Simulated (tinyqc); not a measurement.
Boltzmann transport in a parabolic band with a power-law relaxation time: one step. Transport coefficients. Four cases, with inputs chosen for the exercise.

Task: Form the ratios; u is the mean energy carried, in kT.

tau = tau0 x^r with x = E/kT. With K_j = Gamma(j + 1) F_j(eta): <tau> = tau0 (r + 3/2) K_(r+1/2)/((3/2) K_(1/2)); mu = <tau>/(mc m0/e), m0/e = 5.685630e-12 kg/C; Hall factor rH = (3/2) K_(1/2) (2r + 3/2) K_(2r+1/2)/((r + 3/2) K_(r+1/2))^2; Seebeck S = -(kB/e) [(r + 5/2) K_(r+3/2)/((r + 3/2) K_(r+1/2)) - eta]; Lorenz number L = (kB/e)^2 [(r + 7/2) K_(r+5/2)/((r + 3/2) K_(r+1/2)) - ((r + 5/2) K_(r+3/2)/((r + 3/2) K_(r+1/2)))^2]; kB/e in V/K. Valley anisotropy is left out of rH.

Constants: kB = 8.617333262e-05 eV/K.

Case 1.

Values chosen (out of a larger set: masses near those of InP; tau0 is set for a mobility of the usual size at this n, kL is a free input; freeze-out and phonon drag, which matter near 77 K, are left out; not measured data): r = 1.5 (exponent of tau).

F_j and K_j:
```
j,F_j,K_j
0.500,7.171462,6.355543
2.000,20.29254,40.58508
3.000,31.24808,187.4885
4.000,42.07535,1009.808
3.500,36.77136,427.7145
```

eta = 4.295823

Case 2.

Values chosen (out of a larger set: masses near those of InP; tau0 is set for a mobility of the usual size at this n, kL is a free input; freeze-out and phonon drag, which matter near 77 K, are left out; not measured data): r = 0 (exponent of tau).

F_j and K_j:
```
j,F_j,K_j
0.500,0.2387272,0.2115665
1.500,0.2487573,0.3306831
2.500,0.2540608,0.8443332
```

eta = -1.348311

Case 3.

Values chosen (out of a larger set: masses near those of Si; tau0 is set for a mobility of the usual size at this n, kL is a free input; freeze-out and phonon drag, which matter near 77 K, are left out; not measured data): r = -0.5 (exponent of tau).

F_j and K_j:
```
j,F_j,K_j
0.500,0.08206845,0.07273127
0.000,0.08110226,0.08110226
1.000,0.08276147,0.08276147
2.000,0.08361121,0.1672224
-0.500,0.07975948,0.1413700
```

eta = -2.471219

Case 4.

Values chosen (out of a larger set: masses near those of Si; tau0 is set for a mobility of the usual size at this n, kL is a free input; freeze-out and phonon drag, which matter near 77 K, are left out; not measured data): r = -0.5 (exponent of tau).

F_j and K_j:
```
j,F_j,K_j
0.500,0.004266552,0.003781133
0.000,0.004263889,0.004263889
1.000,0.004268437,0.004268437
2.000,0.004270713,0.008541426
-0.500,0.004260127,0.007550878
```

eta = -5.455441

Give: <tau>/tau0; rH; u; S; L.

Result:

Case 1.

<tau>/tau0 = 12.772
rH = 1.238
u = 6.160
S = -160.6 microvolt/K
L = 2.621 1e-8 W ohm/K^2

The non-degenerate limits are rH = 1.933, u = r + 5/2 = 4 and L = (r + 5/2)(kB/e)^2 = 2.970; the degenerate ones are rH = 1 and L = 2.443.

Case 2.

<tau>/tau0 = 1.000
rH = 1.000
u = 2.605
S = -340.7 microvolt/K
L = 1.876 1e-8 W ohm/K^2

The non-degenerate limits are rH = 1.000, u = r + 5/2 = 2.5 and L = (r + 5/2)(kB/e)^2 = 1.856; the degenerate ones are rH = 1 and L = 2.443.

Case 3.

<tau>/tau0 = 0.743
rH = 1.172
u = 2.041
S = -388.8 microvolt/K
L = 1.500 1e-8 W ohm/K^2

The non-degenerate limits are rH = 1.178, u = r + 5/2 = 2 and L = (r + 5/2)(kB/e)^2 = 1.485; the degenerate ones are rH = 1 and L = 2.443.

Case 4.

<tau>/tau0 = 0.752
rH = 1.178
u = 2.002
S = -642.6 microvolt/K
L = 1.486 1e-8 W ohm/K^2

The non-degenerate limits are rH = 1.178, u = r + 5/2 = 2 and L = (r + 5/2)(kB/e)^2 = 1.485; the degenerate ones are rH = 1 and L = 2.443.

Computed by tinyqc, one run a case: `OMP_NUM_THREADS=1 python tinyqc.py N N+1 out.jsonl` with N = 1650182, 1650197, 1650326, 1650475; one thread of a shared Intel(R) Xeon(R) Processor @ 2.30GHz, about 0.02 s a run at most.
